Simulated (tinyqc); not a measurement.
RKS/BLYP in the sto-6g basis, for H3-, spin multiplicity 1, step by step. The basis has no diffuse functions, so it cannot describe the extra electron: this is an exercise in the method, not the real anion. One step of it, computed by the program tinyqc.

Problem. Iteration 1: building the Kohn-Sham matrix. J_ij = sum D_kl (ij|kl); F = H + J + V_xc; E = tr D H + tr D J / 2 + E_xc + E_nn.

D at the start:
```
,1H 1s,2H 1s,3H 1s
1H 1s,2.492808,-1.782999,-2.525766
2H 1s,-1.782999,3.067127,0.787487
3H 1s,-2.525766,0.787487,3.138758
```

core Hamiltonian H = T + V (hartree):
```
,1H 1s,2H 1s,3H 1s
1H 1s,-1.629208,-1.057319,-1.057319
2H 1s,-1.057319,-1.355193,-0.361351
3H 1s,-1.057319,-0.361351,-1.355193
```

Two-electron integrals (ij|kl) in chemists' order, unique and non-zero (hartree):
```
i,j,k,l,(ij|kl)
1,1,1,1,0.774999
2,1,1,1,0.375408
2,1,2,1,0.221550
2,2,1,1,0.523749
2,2,2,1,0.375408
2,2,2,2,0.774999
3,1,1,1,0.375408
3,1,2,1,0.169717
3,1,2,2,0.227812
3,1,3,1,0.221550
3,2,1,1,0.112029
3,2,2,1,0.058944
3,2,2,2,0.091266
3,2,3,1,0.058944
3,2,3,2,0.017867
3,3,1,1,0.523749
3,3,2,1,0.227812
3,3,2,2,0.302788
3,3,3,1,0.375408
3,3,3,2,0.091266
3,3,3,3,0.774999
```

nuclear repulsion = 1.52764784 hartree

V_xc (hartree):
```
,1H 1s,2H 1s,3H 1s
1H 1s,-0.433517,-0.254503,-0.242963
2H 1s,-0.254503,-0.535777,-0.071131
3H 1s,-0.242963,-0.071131,-0.509203
```

E_xc = sum of w rho eps_xc = -1.79971637 hartree

Give: Coulomb J; Kohn-Sham matrix F; total energy of this density.

Solution.

Coulomb J (hartree):
```
,1H 1s,2H 1s,3H 1s
1H 1s,2.1236,1.2477,1.1813
2H 1s,1.2477,2.2872,0.3658
3H 1s,1.1813,0.3658,2.1018
```

Kohn-Sham matrix F (hartree):
```
,1H 1s,2H 1s,3H 1s
1H 1s,0.0609,-0.0641,-0.1190
2H 1s,-0.0641,0.3963,-0.0666
3H 1s,-0.1190,-0.0666,0.2374
```

total energy of this density = 0.331473 hartree
